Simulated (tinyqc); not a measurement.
Worked calculation: elastic strain and critical thickness of a cubic alloy layer A(1-x)B(x) on a thick substrate. Computed by tinyqc, a small Python program that keeps every step. Command: `OMP_NUM_THREADS=1 python tinyqc.py 3002543 3002544 out.jsonl misfit walk`. One thread of a shared host (Intel(R) Xeon(R) Processor @ 2.30GHz), about 0.01 s of CPU time with the checks. Intermediate numbers are printed to about 5 digits and carried at full precision; extremes and crossings named in words are read from the listed rows.

Strain is positive in tension. The layer is coherent with the substrate unless said otherwise.

Inputs (values chosen for the exercise, modelled on Ga(1-x)In(x)As on GaAs):
```
quantity                                 value        unit
fraction x of B                           0.04           -
lattice constant a_A                     5.653    angstrom
lattice constant a_B                     6.058    angstrom
substrate lattice constant a_S           5.653    angstrom
layer thickness h                           64          nm
biaxial modulus of the substrate M_S       117         GPa
substrate thickness t_S                    525  micrometre
wafer diameter W                           200          mm
X-ray wavelength                      1.540593    angstrom
start of the iteration h0/b                 20           -
```

Growth plane: (111). Layer: uncapped. Misfit dislocation: edge.

C11, C12, C44 of A (GPa): 120.9  53.5  58.43

C11, C12, C44 of B (GPa): 82.91  45.69  39.62

## Alloy by Vegard's rule, and misfit

a = (1 - x) a_A + x a_B, the same rule for each C_ij; misfit f = (a_S - a)/a, the in-plane strain of the coherent layer.

free lattice constant a = 5.6692 angstrom

elastic constants (GPa): C11 119.3804, C12 53.1876, C44 57.6776

misfit f = -0.0028575

The layer is compressed in the plane by 0.29 %.

## Biaxial strain, stress and energy

(111): D = 2 (C11 + 2 C12 - 2 C44)/(C11 + 2 C12 + 4 C44), M = 6 C44 (C11 + 2 C12)/(C11 + 2 C12 + 4 C44). The free surface carries no normal stress, so e_perp = -D f; dV/V = 2 f + e_perp; stress = M f; energy per area = M f^2 h (1 GPa nm = 1 J/m^2).

ratio D = 0.48372

normal strain e_perp = 0.0013822

volume strain dV/V = -0.0043328

biaxial modulus M = 171.15 GPa

in-plane stress = -0.48908 GPa

strain energy per area = 0.089445 J/m^2

## Symmetric X-ray reflection

Reflection 111: d = a_perp/sqrt(3), with a_perp = a (1 + e_perp) for the coherent layer, a for the relaxed layer and a_S for the substrate; sin(theta) = lambda/(2 d).

Bragg angles:
```
crystal         a_perp (angstrom)  theta (degrees)  from substrate (arcsec)
substrate                  5.6530           13.651                     0.00
coherent layer             5.6770           13.593                  -212.08
relaxed layer              5.6692           13.612                  -143.14
```

peak separation of the coherent layer = -212.08 arcsec

The coherent layer lies 1.48 times as far from the substrate peak as a relaxed one, about 1 + D = 1.48: reading its peak as relaxed would overstate the mismatch by that factor.

## Isotropic constants and the prefactor A

Voigt averages: G = (C11 - C12 + 3 C44)/5, B = (C11 + 2 C12)/3, nu = (3 B - 2 G)/(2 (3 B + G)); b = a/sqrt(2). Edge dislocation with b in the interface: cos alpha = 0, cos lambda = 1. Matthews-Blakeslee: h_c = A [ln(h_c/b) + 1], A = b (1 - nu cos^2 alpha)/(8 pi |f| (1 + nu) cos lambda), the factor 8 pi being that of an uncapped layer.

shear modulus G = 47.84512 GPa

Poisson ratio nu = 0.23769

Burgers vector b = 0.40087 nm

prefactor A = 4.5098 nm

## Critical thickness by fixed-point iteration

Start at h0, put the right side back in, and stop when the change is below 1e-9 h or h turns negative.

Iteration:
```
step  h in (nm)  h out (nm)  change (nm)
1         8.017      18.020   1.0003e+01
2        18.020      21.672   3.6524e+00
3        21.672      22.505   8.3231e-01
4        22.505      22.675   1.6995e-01
5        22.675      22.709   3.3930e-02
6        22.709      22.715   6.7433e-03
7        22.715      22.717   1.3390e-03
8        22.717      22.717   2.6583e-04
9        22.717      22.717   5.2774e-05
10       22.717      22.717   1.0477e-05
11       22.717      22.717   2.0799e-06
12       22.717      22.717   4.1290e-07
13       22.717      22.717   8.1970e-08
14       22.717      22.717   1.6273e-08
```

critical thickness h_c (Matthews-Blakeslee) = 22.717 nm

Converged; near the root each step shrinks the error by A/h_c = 0.199. h_c is 56.7 Burgers vectors. Caution: an edge dislocation with b in the interface cannot reach it by glide, so the force balance is formal for it.

## Equilibrium strain at the thickness h

For h > h_c the same force balance gives the strain left, |e| = |f| A [ln(h/b) + 1]/h, and below h_c e = f; relaxation = 1 - e/f; dislocations per length across each line direction = (|f| - |e|)/(b cos lambda), times 2/3 for the three line sets on (111).

strain left e = -0.0012229

relaxation = 57.206 %

dislocation line density = 2.7185 1/micrometre

h is 2.82 h_c: in equilibrium dislocations lie 368 nm apart; slow nucleation and glide can keep a real layer more strained.

## Wafer curvature of the coherent layer

Stoney: curvature = 6 |stress| h/(M_S t_S^2); radius = 1/curvature; bow = curvature W^2/8.

curvature = 0.0058238 1/m

radius of curvature = 171.71 m

bow = 29.119 micrometre

Caution: M_S is near the value for a (001) wafer; a (111) wafer is stiffer and bends less. Caution: the curvature assumes a coherent layer, but h exceeds h_c.

## Force balance against energy balance

People-Bean: h_c = P ln(h_c/b), P = (1 - nu)/(1 + nu) b^2/(16 pi sqrt(2) a f^2). The misfit is scaled by 0.25, 0.4, 0.6, 1, 1.5, 2.2 at fixed a, b and nu; the upper root is taken, and rows with A < 1.3 b or P < 3 b, where the roots shrink to the core size or vanish, are left out.

Critical thickness:
```
|f| (%)  Matthews-Blakeslee (nm)  People-Bean (nm)   ratio
0.07144                   121.05             57107  471.77
0.11430                    69.38             20370  293.59
0.17145                    42.59              8303  194.99
0.28575                    22.72              2645  116.44
0.42863                    13.60              1052   77.37
0.62866                     8.25               434   52.64
```

The exponents d ln h_c/d ln f are -1.18 and -2.19 between the first rows, steeper than the -1 and -2 of the prefactors because of the logarithm. The ratio falls from 472 to 52.6 as the misfit grows. Where People-Bean lies above, a layer between the lines is metastable: dislocations would lower the energy but have to be nucleated.

Checks made by the program: D and M against the full stiffness tensor (relative difference below 1e-10); h_c against the Lambert function, -A W_(-1)(-b/(A e)) (relative difference 2e-10).
